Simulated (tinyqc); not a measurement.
Inside a calculation (part 2 of 2). Method: CIS on RHF in the sto-6g basis, for BeH2, spin multiplicity 1. Computed by tinyqc, a small Python program that keeps every step (integrals from PySCF). Command: `OMP_NUM_THREADS=1 python tinyqc.py 20538 20539 out.jsonl` (the two numbers bound the seeds that draw the settings). One thread of a shared host (Intel(R) Xeon(R) Processor @ 2.60GHz), about 0.1 s of CPU time with the checks.

Geometry (angstrom):

| atom | x | y | z |
|---|---|---|---|
| Be | 0.000000 | 0.000000 | 0.000000 |
| H | 0.000000 | 1.270000 | 0.000000 |
| H | 0.000000 | -1.328000 | 0.000000 |

## CIS singlet states

CIS matrix A, singlet (hartree):
```
           1>4        1>5        1>6        1>7        2>4        2>5        2>6        2>7
1>4   4.258084   0.000000   0.000000   0.000000   0.037485   0.000000   0.000000   0.000000
1>5   0.000000   4.258084   0.000000   0.000000   0.000000   0.037485   0.000000   0.000000
1>6   0.000000   0.000000   4.628862   0.002000   0.000000   0.000000  -0.001530  -0.003944
1>7   0.000000   0.000000   0.002000   5.036998   0.000000   0.000000  -0.004115   0.022050
2>4   0.037485   0.000000   0.000000   0.000000   0.398941   0.000000   0.000000   0.000000
2>5   0.000000   0.037485   0.000000   0.000000   0.000000   0.398941   0.000000   0.000000
2>6   0.000000   0.000000  -0.001530  -0.004115   0.000000   0.000000   0.696168  -0.002200
2>7   0.000000   0.000000  -0.003944   0.022050   0.000000   0.000000  -0.002200   1.133528
3>4  -0.006000   0.000000   0.000000   0.000000  -0.010964   0.000000   0.000000   0.000000
3>5   0.000000  -0.006000   0.000000   0.000000   0.000000  -0.010964   0.000000   0.000000
3>6   0.000000   0.000000   0.001782  -0.015381   0.000000   0.000000  -0.001839  -0.020049
3>7   0.000000   0.000000  -0.017483  -0.005720   0.000000   0.000000   0.002365   0.001881

           3>4        3>5        3>6        3>7
1>4  -0.006000   0.000000   0.000000   0.000000
1>5   0.000000  -0.006000   0.000000   0.000000
1>6   0.000000   0.000000   0.001782  -0.017483
1>7   0.000000   0.000000  -0.015381  -0.005720
2>4  -0.010964   0.000000   0.000000   0.000000
2>5   0.000000  -0.010964   0.000000   0.000000
2>6   0.000000   0.000000  -0.001839   0.002365
2>7   0.000000   0.000000  -0.020049   0.001881
3>4   0.310110   0.000000   0.000000   0.000000
3>5   0.000000   0.310110   0.000000   0.000000
3>6   0.000000   0.000000   0.660733   0.003174
3>7   0.000000   0.000000   0.003174   1.128225
```

dipole integrals <i|r|a> (bohr):
```
             x          y          z
1>4  -0.010445   0.000000   0.146219
1>5   0.146219   0.000000   0.010445
1>6   0.000000  -0.006929   0.000000
1>7   0.000000   0.132706   0.000000
2>4  -0.067709   0.000000   0.947850
2>5   0.947850   0.000000   0.067709
2>6   0.000000  -0.133326   0.000000
2>7   0.000000  -0.568103   0.000000
3>4   0.011312   0.000000  -0.158349
3>5  -0.158349   0.000000  -0.011312
3>6   0.000000  -1.078034   0.000000
3>7   0.000000   0.067121   0.000000
```

Diagonalise A (1 hartree = 27.211386 eV); each vector has its largest component positive (the first on a tie). The transition dipole is mu = sqrt2 sum c_ia <i|r|a>.

singlet excitation energies (eV): 8.402242  8.402242  10.881870  10.881870  17.951563  18.945823  30.686243  30.877198  115.878524  115.878524  125.960033  137.069182

lowest vectors:
```
      state 1    state 2    state 3    state 4    state 5    state 6
1>4  0.000364   0.000000  -0.009832  -0.000044   0.000000   0.000000
1>5  0.000000   0.000364   0.000044  -0.009832   0.000000   0.000000
1>6  0.000000   0.000000   0.000000   0.000000  -0.000418   0.000393
1>7  0.000000   0.000000   0.000000   0.000000   0.003334   0.000736
2>4  0.120557  -0.000145   0.992649   0.004414   0.000000   0.000000
2>5  0.000145   0.120557  -0.004414   0.992649   0.000000   0.000000
2>6  0.000000   0.000000   0.000000   0.000000   0.053709   0.998530
2>7  0.000000   0.000000   0.000000   0.000000   0.042333   0.002541
3>4  0.992706  -0.001196  -0.120547  -0.000536   0.000000   0.000000
3>5  0.001196   0.992706   0.000536  -0.120547   0.000000   0.000000
3>6  0.000000   0.000000   0.000000   0.000000   0.997627  -0.053904
3>7  0.000000   0.000000   0.000000   0.000000  -0.007175  -0.005057
```

oscillator strengths 2/3 w |mu|^2: 0.000761  0.000761  0.492408  0.492408  1.077379  0.005462

Within a degenerate level the vectors are fixed only up to a rotation; this is one choice.

## CIS matrix, triplets

orbital energies (hartree): MO1 -4.588490, MO2 -0.466029, MO3 -0.430122, MO4 0.207541, MO5 0.207541, MO6 0.476297, MO7 0.985982

Given earlier and not repeated: Two-electron integrals over orbitals (pq|rs).

A(ia,jb) = (e_a - e_i) d_ij d_ab - (ij|ab).

CIS matrix A, triplet (hartree):
```
           1>4        1>5        1>6        1>7        2>4        2>5        2>6        2>7
1>4   4.225984   0.000000   0.000000   0.000000   0.007591   0.000000   0.000000   0.000000
1>5   0.000000   4.225984   0.000000   0.000000   0.000000   0.007591   0.000000   0.000000
1>6   0.000000   0.000000   4.576249   0.002255   0.000000   0.000000   0.007233  -0.002208
1>7   0.000000   0.000000   0.002255   4.992285   0.000000   0.000000  -0.002208   0.008546
2>4   0.007591   0.000000   0.000000   0.000000   0.302021   0.000000   0.000000   0.000000
2>5   0.000000   0.007591   0.000000   0.000000   0.000000   0.302021   0.000000   0.000000
2>6   0.000000   0.000000   0.007233  -0.002208   0.000000   0.000000   0.544496  -0.047192
2>7   0.000000   0.000000  -0.002208   0.008546   0.000000   0.000000  -0.047192   1.013838
3>4  -0.001146   0.000000   0.000000   0.000000  -0.000415   0.000000   0.000000   0.000000
3>5   0.000000  -0.001146   0.000000   0.000000   0.000000  -0.000415   0.000000   0.000000
3>6   0.000000   0.000000  -0.000320  -0.011341   0.000000   0.000000   0.007716  -0.135506
3>7   0.000000   0.000000  -0.011341  -0.002039   0.000000   0.000000  -0.135506  -0.014946

           3>4        3>5        3>6        3>7
1>4  -0.001146   0.000000   0.000000   0.000000
1>5   0.000000  -0.001146   0.000000   0.000000
1>6   0.000000   0.000000  -0.000320  -0.011341
1>7   0.000000   0.000000  -0.011341  -0.002039
2>4  -0.000415   0.000000   0.000000   0.000000
2>5   0.000000  -0.000415   0.000000   0.000000
2>6   0.000000   0.000000   0.007716  -0.135506
2>7   0.000000   0.000000  -0.135506  -0.014946
3>4   0.278525   0.000000   0.000000   0.000000
3>5   0.000000   0.278525   0.000000   0.000000
3>6   0.000000   0.000000   0.492007   0.047695
3>7   0.000000   0.000000   0.047695   0.968285
```

## CIS triplet states

Diagonalise A (1 hartree = 27.211386 eV); each vector has its largest component positive (the first on a tie).

triplet excitation energies (eV): 7.578835  7.578835  8.218196  8.218196  12.357105  13.641272  27.432206  28.707613  114.995285  114.995285  124.527140  135.848715

lowest vectors:
```
      state 1    state 2    state 3    state 4    state 5    state 6
1>4  0.000256  -0.000005  -0.001939   0.000007   0.000000   0.000000
1>5  0.000005   0.000256  -0.000007  -0.001939   0.000000   0.000000
1>6  0.000000   0.000000   0.000000   0.000000   0.000120  -0.000859
1>7  0.000000   0.000000   0.000000   0.000000   0.001855   0.000716
2>4  0.017555  -0.000345   0.999837  -0.003837   0.000000   0.000000
2>5  0.000345   0.017555   0.003837   0.999837   0.000000   0.000000
2>6  0.000000   0.000000   0.000000   0.000000  -0.153462   0.942922
2>7  0.000000   0.000000   0.000000   0.000000   0.215326   0.135298
3>4  0.999653  -0.019651  -0.017558   0.000067   0.000000   0.000000
3>5  0.019651   0.999653  -0.000067  -0.017558   0.000000   0.000000
3>6  0.000000   0.000000   0.000000   0.000000   0.956543   0.154501
3>7  0.000000   0.000000   0.000000   0.000000  -0.122905   0.262147
```

Within a degenerate level the vectors are fixed only up to a rotation; this is one choice.
